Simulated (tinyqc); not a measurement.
Metal gate on a two-layer dielectric stack with fixed charge and a dipole: one step of the calculation.

Gate, layer 2, layer 1, p-type semiconductor; x runs from the gate inwards. Charges are counted in units of +q. psi is the band bending at the surface, positive towards inversion. Classical charge, Boltzmann statistics, no interface traps.

Question. Equivalent thickness and work-function difference. EOT = 3.9 (t1/e1 + t2/e2), Cox = eps0/(t1/e1 + t2/e2); phi_ms = pM - (chi + Eg - Vt ln(Nv/Na)).

Inputs (values chosen for the exercise); band and dielectric values close to those of silicon, layer 1 close to silicon dioxide, layer 2 close to zirconium oxide:
```
symbol,value,unit,meaning
T,300,K,temperature
Eg,1.1,eV,band gap
Nv,2.69e19,cm^-3,valence-band density of states at T
chi,4.03,eV,electron affinity
Na,2.9e16,cm^-3,acceptor density
pM,5.15,eV,work function of the gate metal
t1,0.5,nm,"thickness of layer 1, next to the semiconductor"
e1,4.05,,relative permittivity of layer 1
t2,4.1,nm,"thickness of layer 2, next to the gate"
e2,26,,relative permittivity of layer 2
```

Constants: q = 1.602176634e-19 C, kB = 1.380649e-23 J/K, Vt = kB T/q, eps0 = 8.8541878128e-14 F/cm where lengths are in cm. Results are converted to the units shown.

Wanted: EOT; Cox; share of layer 1 in the EOT; phi_ms.

Answer.

EOT = 1.096 nm
Cox = 3.149 uF/cm^2
share of layer 1 in the EOT = 43.91 %
phi_ms = 0.1966 V

Program tinyqc, `OMP_NUM_THREADS=1 python tinyqc.py 2010068 2010069 out.jsonl`; Intel Xeon 2.30GHz, shared host, one thread, about 0.01 s.
